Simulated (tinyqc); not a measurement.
Inside a calculation: donor near an oxide interface in a gate field (two-state model). Values are carried at full precision from step to step, so a last printed digit may differ when a step is redone from the rounded ones.

Interface at z = 0 (hard wall), donor at z = d, field F pulling electrons to the interface: potential e F z; 1 kV/cm = 1e-5 eV/angstrom, c = hbar^2/2m0, q = e^2/(4 pi eps0), Q = (eps - eo)/(eps + eo). Donor state: E_D = e F d - ED - q Q/(4 eps d), the last term joining the images of ion and electron. Interface state: z exp(-b z/2) exp(-rho^2/(2 L^2)) with E_z = c b^2/(4 mz) + 3 e F/b + q Q b/(8 eps), minimised over b; in the plane at z = 3/b the ion (distance D = d - 3/b) and its image (D' = d + 3/b) give E_rho = c/(mt L^2) - (q/eps)(sqrt(pi)/L)[erfcx(D/L) + Q erfcx(D'/L)], erfcx(x) = exp(x^2) erfc(x), minimised over L. E_I = E_z + E_rho.

Constants: hbar^2/2m0 = 3.80998211 eV angstrom^2; e^2/(4 pi eps0) = 14.39964547 eV angstrom.

Inputs chosen for the exercise (near those of a donor in Si below SiO2, static dielectric constants; the results hold for these values, not for the real material): d = 100 angstrom (depth of the donor); ED = 31.4 meV (bulk binding energy); mz = 0.927 m0 (mass across the interface); mt = 0.193 m0 (mass in the plane); eps = 11.4 (dielectric constant of the semiconductor); eo = 3.9 (dielectric constant of the oxide); F = 52.4 kV/cm (field in the semiconductor); aD = 15.7 angstrom (donor radius); v = 0.34 (valley factor).

## The interface state across the interface

Solve c b/(2 mz) - 3 e F/b^2 + q Q/(8 eps) = 0; give Q, b, the three terms of E_z and <z> = 3/b.

Q = 0.4902
b = 0.08047 1/angstrom

kinetic, field and image terms (meV): [6.65, 19.54, 6.23]

<z> = 37.3 angstrom

The image pushes the electron away from the oxide; without it <z> would be 32.8 angstrom.

## Binding in the plane

Give D, D', the best L, both terms and E_rho.

D, D' (angstrom): [62.7, 137.3]

L = 76.4 angstrom

kinetic and Coulomb terms (meV): [3.39, -18.13]

E_rho = -14.75 meV

The bottom of the well lies at -24.6 meV, so the level is 40 % of the way up; L/D = 1.22. Above the critical field the ionised donor would thus still hold its electron as a dot at the interface.

## Where the electron sits

The two states couple by t = t0 exp(-D/aD) with t0 = q/(eps aD) (2 aD/L) sqrt(aD b/2) v, v a valley factor; this form is an estimate. With detuning u = E_D - E_I the splitting is sqrt(u^2 + 4 t^2) and the lower state has weight (1 - u/sqrt(u^2 + 4 t^2))/2 on the donor.

Give E_D, E_I, t, the splitting and the donor weight.

E_D, E_I (meV): [19.45, 17.67]

t = 0.165 meV
splitting = 1.81 meV
donor weight = 0.008

The electron is at the interface; the contact hyperfine coupling scales with the donor weight. With this t, the tunnelling time pi hbar/(2t) at a crossing would be 6.28 ps (hbar = 6.58212e-16 eV s); here the detuning is 10.8 t.

## Critical field

Find F at which E_D = E_I; compare the rule e F d = ED. The crossing width is 4t/(e D), with t and D formed anew at that field.

critical field = 49.4 kV/cm
ED/(e d) = 31.4 kV/cm
width = 1.1 kV/cm

The confinement energy E_z = 31.3 meV raises the field needed and the attraction E_rho = -14.8 meV lowers it; the result is 1.57 times the simple rule.

## Checks

- E_z without images against 1.5 x 6^(2/3)/2 (c (e F)^2/mz)^(1/3), meV: both 25.78.
- E_rho from the radial equation in the full Coulomb well against the Gaussian trial function, meV: -14.9 against -14.7.

tinyqc: `OMP_NUM_THREADS=1 python tinyqc.py 1250689 1250690 out.jsonl`; about 0.07 s, one thread, shared Intel(R) Xeon(R) Processor @ 2.30GHz.
